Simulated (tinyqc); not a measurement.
Time-domain thermoreflectance: layered heat flow under a modulated pulse train, and what the signal ratio measures. Changing the modulation frequency f. Computed by tinyqc, a small Python program. Command: `OMP_NUM_THREADS=1 python tinyqc.py 3110341 3110342 out.jsonl tdtr sweep`. One thread of a shared host (Intel(R) Xeon(R) Processor @ 2.30GHz), about 0.1 s of CPU time with the checks.

Pulses repeat at 80 MHz; heat is laid down at the surface, all layers are isotropic.

Inputs (values chosen for the exercise, modelled on aluminium on silica):
```
quantity                                value        unit
metal thickness d                         110          nm
metal conductivity                        150     W/(m K)
metal heat capacity                      2.42  MJ/(m^3 K)
boundary conductance G under the metal     60  MW/(m^2 K)
substrate conductivity kappa             1.28     W/(m K)
substrate heat capacity C                1.64  MJ/(m^3 K)
spot radius w (1/e^2, pump and probe)       5  micrometre
delay t                                  1400          ps
```

Stack: metal, substrate.

Method:
- Penetration depth sqrt(kappa/(pi f C)); effusivity sqrt(kappa C); cooling time of the metal d C_m/G; Kapitza length kappa/G.
- For radial wave number k and angular frequency W each layer has u = sqrt(4 pi^2 k^2 + i W C/kappa) and gamma = kappa u. Surface impedance from below: Z = 1/gamma for the substrate; a layer of thickness L maps Z to (Z + tanh(u L)/gamma)/(1 + gamma Z tanh(u L)); a boundary adds 1/G.
- Response per absorbed watt H(W) = 2 pi int_0^(2/w) Z(k, W) exp(-pi^2 k^2 w^2) k dk by 20 Gauss-Legendre points.
- Signal: X + iY = sum_(m = -M..M) H(2 pi (f + m f_r)) exp(i 2 pi m f_r t) exp(-pi (m/M)^2 x 4), f_r = 80 MHz, M = 4000, with H(-W) the complex conjugate of H(W); V_in = X, V_out = Y, ratio = -V_in/V_out.

One run for each value:
```
modulation frequency f (MHz)  ratio -V_in/V_out  phase of H(2 pi f) (degrees)  penetration depth (micrometre)
0.30                                      1.591                        -34.24                          0.9100
0.55                                      1.394                        -38.56                          0.6721
1.00                                      1.223                        -43.40                          0.4984
1.80                                      1.082                        -48.68                          0.3715
3.30                                      0.978                        -54.55                          0.2744
6.00                                      0.935                        -60.48                          0.2035
11.00                                     0.997                        -66.25                          0.1503
20.00                                     1.271                        -71.30                          0.1115
```

Describe the trends.

Over the rows, ratio -V_in/V_out goes from 1.59 through a minimum among these rows, 0.935 at 6.00, to 1.27; phase of H(2 pi f) (degrees) falls from -34.2 to -71.3 (exponent d ln y / d ln x 0.20 between the first rows and 0.12 between the last); penetration depth (micrometre) falls from 0.910 to 0.111 (exponent d ln y / d ln x about -0.50 throughout).

Extremes, crossings and ranges named in words are read from the listed rows.
